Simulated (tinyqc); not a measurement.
Worked calculation: self-consistent Fermi level with native defects, at growth and after a quench. Computed by tinyqc, a small Python program that keeps every step. Command: `OMP_NUM_THREADS=1 python tinyqc.py 3019123 3019124 out.jsonl scfermi walk`. One thread of a shared host (Intel(R) Xeon(R) Processor @ 2.30GHz), about 0.07 s of CPU time with the checks. Intermediate numbers are printed to about 6 digits and carried at full precision; extremes and crossings named in words are read from the listed rows.

Energies are counted from the top of the valence band (VBM); when the gap shrinks with temperature the conduction band moves and the levels stay. D and A draw on one reservoir with opposite signs, as the two vacancies of a compound do.

Inputs (values chosen for the exercise, for a model semiconductor):
```
quantity,value,unit
gap E_g at 300 K,1.48,eV
slope -dE_g/dT above 300 K,0.00033,eV/K
electron mass m_e,0.0733,m_0
valleys M_c,1,-
hole mass m_h,0.485,m_0
E_f of the neutral native donor D,1.645,eV
E_f of the neutral native acceptor A,1.675,eV
shift s of the chemical potential,-0.087,eV
site density N_s,4.1e+22,cm^-3
dopant density N_X,0,cm^-3
growth temperature T_g,899,K
temperature of use T,300,K
```

Added shallow dopant: none.

levels of D above the VBM, most positive state first (eV): [0.526, 0.988, 1.16]

levels of A above the VBM, (0/-1) first (eV): [0.309, 0.348]

Constants: m_0 = 9.1093837015e-31 kg; k_B = 1.380649e-23 J/K; h = 6.62607015e-34 J s; k_B = 8.617333262e-05 eV/K.

## Formation energies at E_F = 0

E_f(D, 0) = input + s and E_f(A, 0) = input - s; E_f(q, E_F = 0) follows from the levels, eps(q/q-1) = E_f(q - 1) - E_f(q) at E_F = 0.

E_f(q, E_F = 0) (eV): D(+3) -1.116, D(+2) -0.590, D(+1) 0.398, D(0) 1.558, A(0) 1.762, A(-1) 2.071, A(-2) 2.419

## Bands at growth

E_g(T) = E_g - slope x max(0, T - 300 K). N_c = 2 M_c (2 pi m_e k_B T/h^2)^(3/2) and N_v = 2 (2 pi m_h k_B T/h^2)^(3/2), masses in units of m_0. At growth T = T_g.

E_g(T_g) = 1.28233 eV

N_c(T_g) = 2.58336e+18 cm^-3

N_v(T_g) = 4.39686e+19 cm^-3

k_B T_g = 0.0774698 eV

## Charges across the gap at T_g

n = N_c F_1/2((E_F - E_g)/k_B T), p = N_v F_1/2(-E_F/k_B T). F_1/2(eta) = (2/sqrt(pi)) int_0^infinity sqrt(x)/(1 + exp(x - eta)) dx, by the trapezoid rule in t = sqrt(x) with step 0.02 up to t = 12 (for eta < -12 by exp(eta) - exp(2 eta)/2^(3/2)). In equilibrium c_q = N_s exp(-(E_f(q, 0) + q E_F)/k_B T). Net charge = p - n + sum q c_q; the log ratio is ln(positive charge/negative charge). Entries near or above N_s lie outside the dilute limit and only show that E_F cannot go there.

Densities (cm^-3):
```
E_F (eV),n,p,charge on D,charge on A,log ratio
0.064,3.82163e+11,1.68236e+19,1.86456e+28,2.41683e+11,37.9362
0.256,4.55614e+12,1.59385e+18,1.12091e+25,4.41299e+12,27.8540
0.449,5.50236e+13,1.33533e+17,7.77574e+21,2.76949e+14,16.9692
0.641,6.55937e+14,1.12116e+16,1.45678e+19,3.50533e+16,6.0119
0.834,7.91380e+15,9.28431e+14,8.14010e+16,5.05977e+18,-4.1199
1.026,9.32533e+16,7.78761e+13,9.49917e+14,7.18543e+20,-13.4577
1.218,9.84761e+17,6.53214e+12,3.94448e+13,1.02122e+23,-21.5213
```

## Equilibrium at growth

E_F is the root of the log ratio, by 50 bisections between -0.5 eV and E_g + 0.5 eV.

E_F at growth = 0.754097 eV

n at growth = 2.82329e+15 cm^-3

p at growth = 2.60421e+15 cm^-3

Defects at growth:
```
state,E_f (eV),c (cm^-3)
D(+3),1.14629,1.53705e+16
D(+2),0.91819,2.92011e+17
D(+1),1.15210,1.42609e+16
D(0),1.55800,7.56246e+13
A(0),1.76200,5.43304e+12
A(-1),1.31690,1.69923e+15
A(-2),0.91081,3.21238e+17
```

total D = 3.21718e+17 cm^-3

total A = 3.22943e+17 cm^-3

The largest part of the positive charge comes from charged D (100 %) and that of the negative charge from charged A (100 %).

## After the quench to T

After a quench the totals of D and A stay as grown, and each is shared among its charge states with weights exp(-(E_f(q, 0) + q E_F)/k_B T).

E_F after the quench = 0.651923 eV

n after the quench = 6111.50 cm^-3

p after the quench = 9.47020e+07 cm^-3

Frozen defects:
```
state,c (cm^-3),share of its total
D(+3),2.44762e+15,7.60796e-03
D(+2),3.19270e+17,9.92390e-01
D(+1),7.21628e+11,2.24305e-06
D(0),2.10376e+03,6.53915e-15
A(0),4.39122e+06,1.35975e-11
A(-1),2.53186e+12,7.83996e-06
A(-2),3.22940e+17,9.99992e-01
```

The material is semi-insulating, weakly p-type with 9.47e7 carriers per cm^3.

## Slow cooling against a quench

Each E_F by bisection; full equilibrium lets the defects form and vanish at every T.

Two histories (densities in cm^-3):
```
T (K),"E_F, equilibrium (eV)",n,p,all defects,"E_F, frozen (eV)","n, frozen","p, frozen"
780,0.753313,4.44436e+14,4.82276e+14,1.04495e+17,0.751384,4.31864e+14,4.96316e+14
660,0.752765,3.67143e+13,4.93947e+13,8.67400e+15,0.745728,3.24415e+13,5.59005e+13
540,0.752461,1.06965e+12,1.94282e+12,2.40946e+14,0.733173,7.06679e+11,2.94069e+12
420,0.752372,4.57555e+09,1.31618e+10,8.73061e+11,0.700858,1.10230e+09,5.46331e+10
300,0.752548,2.99626e+05,1.93164e+06,3.55682e+07,0.651923,6.11150e+03,9.47020e+07
```

At 300 K equilibrium would leave 3.56e7 defects per cm^3 against 6.45e17 frozen in, and E_F differs by -0.101 eV. Both histories end semi-insulating. Real samples lie between, set by the temperature at which diffusion stops.

Checks made by the program: neutrality at growth (relative difference below 1e-10).
